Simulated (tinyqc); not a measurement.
Comparisons within one model: standing waves and exposure in a photoresist film. A value that a table varies takes the place of the one given here.

Normal incidence from air. Unexposed resist: N1 = n1 + i k1 with k1 = (A + B) lam/(4 pi), lam in micrometres. r01 = (1 - N1)/(1 + N1), t01 = 2/(1 + N1). Substrate Ns = ns + i ks: r12 = (N1 - Ns)/(N1 + Ns). With p = exp(2 pi i N1 d/lam), the field at depth z is E(z) = t01 [exp(2 pi i N1 z/lam) + r12 p^2 exp(-2 pi i N1 z/lam)]/(1 + r01 r12 p^2), the relative intensity I(z) = n1 |E(z)|^2 and the reflectance R = |(r01 + r12 p^2)/(1 + r01 r12 p^2)|^2.

Values chosen for the exercise (a resist on Si, indices near tabulated ones; not measured data): lam = 365 nm (vacuum wavelength); n1 = 1.714 (resist index); A = 0.38 1/micrometre (bleachable absorption (Dill A)); B = 0.06 1/micrometre (fixed absorption (Dill B)); d = 816 nm (resist thickness); ns = 6.481 (substrate n); ks = 2.688 (substrate k).

## Swing of the coupled dose with resist thickness

The mean of I is taken over 800 depths; the relative dose to clear is taken as 1/(mean of I over the lowest period, 60 depths), scaled to 1 in the first row.

Swing:

| d (nm) | R | mean I | relative dose |
|---|---|---|---|
| 816.0 | 0.1947 | 1.0894 | 1.000 |
| 833.7 | 0.3502 | 0.8695 | 1.252 |
| 851.5 | 0.3918 | 0.8001 | 1.343 |
| 869.2 | 0.3097 | 0.8944 | 1.189 |
| 887.0 | 0.1274 | 1.1224 | 0.953 |
| 904.7 | 0.0368 | 1.2369 | 0.880 |
| 922.5 | 0.1799 | 1.0496 | 1.051 |
| 940.2 | 0.3321 | 0.8462 | 1.303 |
| 958.0 | 0.3732 | 0.7823 | 1.394 |
| 975.7 | 0.2920 | 0.8717 | 1.241 |
| 993.5 | 0.1149 | 1.0819 | 1.005 |
| 1011.2 | 0.0289 | 1.1842 | 0.932 |
| 1029.0 | 0.1666 | 1.0124 | 1.104 |

The period is 106.5 nm, six rows. The relative dose swings between 0.880 and 1.394, a ratio (max - min)/mean of 0.457, against the estimate 4 sqrt(|r01|^2 |r12|^2) exp(-(A + B) d) = 0.466 for the oscillating part alone; the ratio from the table also holds the slow rise from absorption, 10.4 % over two periods, so the two are not strictly comparable. The dose is least sensitive to thickness at an extremum; the lowest dose listed is at 904.7 nm.

## What moves the exposure

The mean of I is over 800 depths. Each row changes one parameter from the base and keeps the others.

Results:

| case | \|r12\|^2 | R | mean I | I at the bottom |
|---|---|---|---|---|
| base | 0.4013 | 0.1947 | 1.0894 | 0.1095 |
| d = 826 nm | 0.4013 | 0.2945 | 0.9496 | 0.0953 |
| n1 = 1.731 | 0.3977 | 0.2800 | 0.9703 | 0.0993 |
| B = 0.26 1/micrometre | 0.4008 | 0.1468 | 0.9665 | 0.0921 |
| ks = 2.419 | 0.3902 | 0.1874 | 1.0850 | 0.1119 |
| ns = 7.129 | 0.4267 | 0.1997 | 1.1141 | 0.0962 |

The largest shifts from the base row, up to three for each result and ties (the steps differ in size, so this ranks the rows, not the parameters). |r12|^2: ns +0.0253, ks -0.0111, n1 -0.0037; unchanged at the printed digits by d. R: d +0.0997, n1 +0.0852, B -0.0479. mean I: d -0.1398, B -0.1229, n1 -0.1191. I at the bottom: B -0.0174, d -0.0142, ns -0.0133.

Program tinyqc; command `OMP_NUM_THREADS=1 python tinyqc.py 1682143 1682144 out.jsonl`; about 0.01 s on one thread of a shared Intel(R) Xeon(R) Processor @ 2.30GHz.
